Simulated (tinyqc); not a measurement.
What grading buys: minority-electron transport through the base of a bipolar transistor (Moll-Ross and Kroemer integrals). Computed by tinyqc, a small Python program. Command: `OMP_NUM_THREADS=1 python tinyqc.py 3024684 3024685 out.jsonl base walk`. One thread of a shared host (Intel(R) Xeon(R) Processor @ 2.30GHz), about 0.01 s of CPU time with the checks.

Low injection, one dimension, x from the emitter edge (0) to the collector edge (W), s = x/W. Recombination is treated as a small correction (valid for tau_B well below tau_n), computed from the stored charge.

Inputs (values chosen for the exercise, modelled on SiGe): base doping at the emitter edge N_0 = 4.6e+19 1/cm^3; base width W = 310 nm; mu_min = 190 cm^2/(V s); mu_max = 1060 cm^2/(V s); N_ref = 2.9e+17 1/cm^3; saturation velocity v_s = 0.79 1e7 cm/s; temperature T = 300 K; doping ratio N_0/N(W) = 3.2.

Base doping profile: exponential. Gap grading: linear. Exit of the base: saturation velocity.

Constants: k_B = 8.617333262e-05 eV/K.

Method. N(x) = N_0 (ratio)^(-s); n_i(x)^2 = n_i^2 exp(s dE_g/k_B T); D(x) = (k_B T/e) mu, mu = mu_min + (mu_max - mu_min)/(1 + (N/N_ref)^0.7). With y(x) = N n_i^2/(D n_i(x)^2): base Gummel number G_B = int_0^W y dx + N(W) n_i^2/(v_s n_i(W)^2); J_C = e n_i^2 exp(e V_BE/k_B T)/G_B; n(x) = (J_C/e)(n_i(x)^2/(N n_i^2)) [int_x^W y dx + the same exit term]; transit time tau_B = (e/J_C) int n dx; trapezoid rule on 401 even points.

The same base with other gradings:
```
dE_g (meV)  dE_g/k_B T  G_B (s/cm^4)  J_C gain  tau_B (ps)  speed gain
0                0.000    1.4733e+14    1.0000      58.991      1.0000
25               0.967    1.0339e+14    1.4249      46.111      1.2793
50               1.934    7.7332e+13    1.9052      37.385      1.5780
75               2.901    6.0879e+13    2.4200      31.218      1.8897
100              3.868    4.9869e+13    2.9543      26.692      2.2100
150              5.802    3.6398e+13    4.0477      20.584      2.8658
200              7.736    2.8599e+13    5.1516      16.702      3.5321
300             11.605    2.0006e+13    7.3643      12.096      4.8770
```

What does the comparison show, and why?

At 100 meV J_C rises by a factor 2.95 and the transit is 2.21 times faster; at 300 meV the factors are 7.36 and 4.88. For a uniform base without exit term both tend to be linear in dE_g/k_B T, J_C as x/(1 - exp(-x)) and the speed as x/2.
